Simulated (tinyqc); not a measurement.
From results back to parameters: propagation of a band-gap error through k.p and effective-mass formulas. Two cases, with inputs chosen for the exercise.

Problem. A calculation returned the electron mass below. With 1/me = 1 + Ep (E + 2 Dso/3)/(E (E + Dso)) and the given Ep and Dso, which gap E did it have, and by what factor is exp(-E/2kT) off against the gap Eg?

Constants: kB = 8.617333262e-05 eV/K.
Find: X = 1/me - 1; E; log10 of the factor.
Method. X E^2 + (X Dso - Ep) E - (2/3) Ep Dso = 0 has one positive root; the factor is exp((Eg - E)/2kT).

Case 1.

Values chosen (reference values near those of InAs, gap at low temperature; the results hold for these values, not for the real material):
- Eg = 0.424 eV (gap at Gamma to the s-like level)
- Dso = 0.393 eV (spin-orbit splitting)
- Ep = 21.1 eV (Kane energy)
- T = 300 K (temperature)

me = 0.0260197 m0

Solution.

X = 1/me - 1 = 37.432
E = 0.479 eV
log10 of the factor = -0.46

Case 2.

Values chosen (reference values near those of ZnSe, gap at low temperature; the results hold for these values, not for the real material):
- Eg = 2.802 eV (gap at Gamma to the s-like level)
- Dso = 0.394 eV (spin-orbit splitting)
- Ep = 24.4 eV (Kane energy)
- T = 300 K (temperature)

me = 0.1983638 m0

Solution.

X = 1/me - 1 = 4.041
E = 5.912 eV
log10 of the factor = -26.12

Computed by tinyqc, one run a case: `OMP_NUM_THREADS=1 python tinyqc.py N N+1 out.jsonl` with N = 1880383, 1880390; one thread of a shared Intel(R) Xeon(R) Processor @ 2.30GHz, about 0.01 s a run at most.
